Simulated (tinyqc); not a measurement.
Width of the inclusion: polytypes by hexagonality, and a cubic inclusion as a quantum well.

Gap: E3 + (Es - E3) h/hs for h up to hs, then linear from Es to E2 at h = 1. Valence top Ev2 h and polarisation P2 h, both counted from 3C; Ec = Ev + gap.

A cubic inclusion of width L = N d in the host (h = 0.5) is a well of depth V = Ec(host) - Ec(3C). Square well with mass mismatch: k tan(k L/2) = (m_w/m_b) q, k = sqrt(m_w E/c), q = sqrt(m_b (V - E)/c), c = hbar^2/2m0, lowest root. The depth of the level, V - E, is its binding, and the transition to the valence top of the host is gap(host) - (V - E). The step in polarisation gives a field |F| = |P|/(eps eps0) in a thin inclusion, eps0 = 8.8541878e-12 F/m.

Constants: hbar^2/2m0 = 3.80998211 eV angstrom^2.

Values chosen for the exercise (of the order of those of SiC; not measured data):
- E3 = 2.399 eV (gap of the cubic polytype)
- E2 = 3.328 eV (gap of 2H)
- Ev2 = 0.155 eV (valence top of 2H above that of 3C)
- P2 = -0.0466 C/m^2 (spontaneous polarisation of 2H)
- Es = 3.248 eV (gap at the hexagonality hs)
- hs = 0.5 (hexagonality up to which the first line holds)
- m = (0.292, 0.349) m0 (electron mass along c in the cubic layer and in the host)
- d = 2.526 angstrom (thickness of a double layer)
- eps = 10 (dielectric constant)

Without the field: square well. With it, the potential inside is |F| (z - L/2), the host conduction edge lies at V - |F| L/2 on one side and V + |F| L/2 on the other, and the lowest level E_F is found by finite differences (step 0.25 angstrom, wide box, good to about 1 meV). Holes sit in the host on the high side, so the transition is gap(host) - V + E_F - |F| L/2. A dash: bound by less than 2 meV or not at all.

Results:
```
N,L (angstrom),depth (eV),transition (eV),"depth below the low side, with field (eV)",transition with field (eV)
1,2.53,0.105,3.143,0.075,3.107
2,5.05,0.293,2.955,0.230,2.885
3,7.58,0.449,2.799,0.355,2.694
4,10.10,0.560,2.688,0.436,2.546
6,15.16,0.695,2.553,0.516,2.333
8,20.21,0.769,2.479,0.543,2.174
12,30.31,0.840,2.408,0.552,1.899
```

The square well binds a level even at N = 1 (105 meV), as any symmetric one-dimensional well does; the depth grows to 840 of 927 meV, and the transition tends to E3 - Ev(host) = 2.321 eV. With the field the level is bound by 2 meV or more for N = 1, 2, 3, 4, 6, 8 and 12, and the transition is lowered by 36 meV at N = 1 and 509 meV at N = 12, where |F| L/2 = 399 meV. Free carriers or surface charge screen the field and the step between the two sides, and the attraction to the hole, left out here, binds the electron further.

tinyqc: `OMP_NUM_THREADS=1 python tinyqc.py 1851273 1851274 out.jsonl`; about 0.05 s, one thread, shared Intel(R) Xeon(R) Processor @ 2.30GHz.
